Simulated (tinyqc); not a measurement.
Two-band model of a narrow-gap semiconductor with electrons and holes: one step, computed by the program tinyqc. Command: `OMP_NUM_THREADS=1 python tinyqc.py 3027496 3027497 out.jsonl bipolar walk`. One thread of a shared host (Intel(R) Xeon(R) Processor @ 2.30GHz), about 0.05 s of CPU time with the checks.

Two parabolic bands with acoustic scattering (r = -1/2, a = 0), a gap that does not change with T, and fully ionised dopants. Melting is ignored, so values above the melting point are formal, and kappa_L does not change with T. eta_n = (E_F - E_c)/(k_B T), eta_p = -eta_n - E_g/(k_B T).

Task: Both bands together. Both bands together (these totals replace the one-band zT): sigma = sigma_n + sigma_p; S = (sigma_p |S_p| - sigma_n |S_n|)/sigma; kappa_bip = (sigma_n sigma_p/sigma)(|S_n| + |S_p|)^2 T; kappa_e = (L_n sigma_n + L_p sigma_p) T; zT = S^2 sigma T/(kappa_L + kappa_e + kappa_bip); weak-field R_H = (r_p sigma_p^2/p - r_n sigma_n^2/n)/(e sigma^2), where the Hall factors r_n and r_p are <x^(3/2)> <x^(1/2)>/<s>^2.

Inputs (values chosen for the exercise, modelled on InSb): lattice thermal conductivity kappa_L = 15 W/(m K); temperature T = 430 K.

Doping: n-type.

Partial coefficients:
```
band,sigma (S/cm),|S| (microvolt/K),L (1e-8 V^2/K^2),density (1/cm^3),Hall factor
electrons,448.8551,132.7439,1.778647,1.310845e+17,1.092672
holes,1.051130,713.9229,1.485515,2.108450e+16,1.177964
```

Constants: e = 1.602176634e-19 C.

Give: conductivity sigma; Seebeck coefficient S; bipolar thermal conductivity; kappa_e; zT; Hall coefficient R_H.

Result:

conductivity sigma = 449.9 S/cm

Seebeck coefficient S = -130.8 microvolt/K

bipolar thermal conductivity = 0.03232 W/(m K)

kappa_e = 0.3440 W/(m K)

zT = 0.02151

Hall coefficient R_H = -51.78 cm^3/C

The minority band lowers |S| from 133 to 131 microvolt/K, and bipolar flow adds 0.21 % of the thermal conductivity.
